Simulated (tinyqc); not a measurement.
Worked calculation: kinetic Monte Carlo and master equation for a particle on a ring of sites with traps and bias. Computed by tinyqc, a small Python program that keeps every step. Command: `OMP_NUM_THREADS=1 python tinyqc.py 3015370 3015371 out.jsonl kmc walk`. One thread of a shared host (Intel(R) Xeon(R) Processor @ 2.30GHz), about 0.09 s of CPU time with the checks. Intermediate numbers are printed to about 6 digits and carried at full precision; extremes and crossings named in words are read from the listed rows.

7 sites on a ring, numbered 1 to 7. The saddle between i and i+1 lies at E0 + s b_i and site i at s eps_i; a force F tilts the landscape, with the saddle half-way.

Inputs (values chosen for the exercise, for a model defect):
```
quantity                        value         unit
reference barrier E0             0.61           eV
scale factor s of the disorder      1            -
attempt frequency nu                1          THz
temperature T                     500            K
site spacing a                    2.2     angstrom
force F along the ring          0.029  eV/angstrom
seed of the random numbers      25740            -
```

Disorder: site traps.

site energies eps_i (eV): -0.097  -0.043  -0.086  -0.082  -0.12  -0.076  -0.11

saddle shifts b_i between sites i and i+1 (eV): 0  0  0  0  0  0  0

Constants: k_B = 8.617333262e-05 eV/K.

## Rate table

Rates: k(i to i+1) = nu exp(-(E0 + s b_i - s eps_i - F a/2)/(k_B T)), k(i to i-1) = nu exp(-(E0 + s b_(i-1) - s eps_i + F a/2)/(k_B T)). Share right = k right/(k right + k left); mean stay = 1/(k right + k left).

Rates, shares of right hops and mean stays:
```
site  k right (1/s)  k left (1/s)  share right  mean stay (s)
1            156780         35663     0.814684    5.19634e-06
2            549019        124885     0.814684    1.48389e-06
3            202380         46035     0.814684    4.02552e-06
4            222067         50514     0.814684    3.66863e-06
5             91931         20912     0.814684    8.86191e-06
6            255248         58061     0.814684    3.19174e-06
7            115946         26374     0.814684    7.02638e-06
```

The particle stays longest on site 5, 6.0 times as long as on the quickest site.

## Twelve steps of the residence-time algorithm

Random numbers:
```
step      r1      r2
1     0.2693  0.1276
2     0.3526  0.7381
3     0.1189  0.1609
4     0.0105  0.8574
5     0.5808  0.0725
6     0.8831  0.6859
7     0.5316  0.7608
8     0.1491  0.9665
9     0.8746  0.6832
10    0.7131  0.2423
11    0.8902  0.9661
12    0.7619  0.3580
```

Start on site 1 at t = 0. Hop right if r1 is below the share right, else left; advance the clock by -ln(r2) times the mean stay.

Trajectory:
```
step  site    hop     wait (s)    clock (s)  net hops
1        1  right  1.06985e-05  1.06985e-05         1
2        2  right  4.50622e-07  1.11491e-05         2
3        3  right  7.35452e-06  1.85037e-05         3
4        4  right  5.64422e-07  1.90681e-05         4
5        5  right  2.32551e-05  4.23232e-05         5
6        6   left  1.20336e-06  4.35266e-05         4
7        5  right  2.42271e-06  4.59493e-05         5
8        6  right  1.08755e-07  4.60581e-05         6
9        7   left  2.67682e-06  4.87349e-05         5
10       6  right  4.52454e-06  5.32594e-05         6
11       7   left  2.42325e-07  5.35017e-05         5
12       6  right  3.27862e-06  5.67804e-05         6
```

## Steady state

Master equation dP/dt = W P, W_(i+1,i) = k right, W_(i-1,i) = k left, columns summing to zero. The steady state is its null vector; drift v = a sum P_i (k right - k left). D = a^2 lambda''(0)/2, where lambda(q) is the leading eigenvalue of W with right hops weighted by exp(q) and left hops by exp(-q). The slowest relaxation rate is minus the real part of the next eigenvalue of W. 1 angstrom = 1e-8 cm.

occupations P_i: 0.155326  0.044356  0.120329  0.109661  0.264895  0.095406  0.210029

drift velocity v = 0.00289715 cm/s

diffusivity D = 5.69725e-11 cm^2/s

slowest relaxation rate = 89162.9 1/s

With equal saddles the steady current leaves the occupations at their Boltzmann values exp(-s eps_i/(k_B T))/Z.

## Closed form at zero force

At zero force D0 = a^2 nu exp(-E0/(k_B T)) / [<exp(-s eps/(k_B T))> <exp(s b/(k_B T))>], with means over the ring; Einstein relation v = D0 F/(k_B T); 1 angstrom = 1e-8 cm.

zero-force diffusivity D0 = 3.93497e-11 cm^2/s

D0 over the value without disorder = 0.114452

Einstein drift = 0.00264848 cm/s

F a/(k_B T) = 1.481; the true drift is 1.0939 times the Einstein value.

## Sampled drift against the exact one

400 independent walkers start on sites drawn with weights P_i (k right + k left), the steady shares of hops (random numbers not printed); the estimate is total displacement over total time, with its standard error from the spread between walkers.

Drift from sampling:
```
hops per walker  estimate (cm/s)  standard error (cm/s)  deviation in standard errors
10                    0.00292611            8.40263e-05                       0.34455
30                    0.00286370            4.52760e-05                      -0.73899
100                   0.00290649            2.43685e-05                       0.38327
300                   0.00288088            1.37253e-05                      -1.18537
1000                  0.00289772            7.47651e-06                       0.07621
3000                  0.00289248            4.58537e-06                      -1.01882
```

The exact drift is 0.002897 cm/s. The standard error falls by a factor 3.26 from 100 to 1000 hops (sqrt10 = 3.16), and in the last row it is 0.16 % of the drift.

Checks made by the program: closed form against the master equation at zero force (relative difference 9e-07).
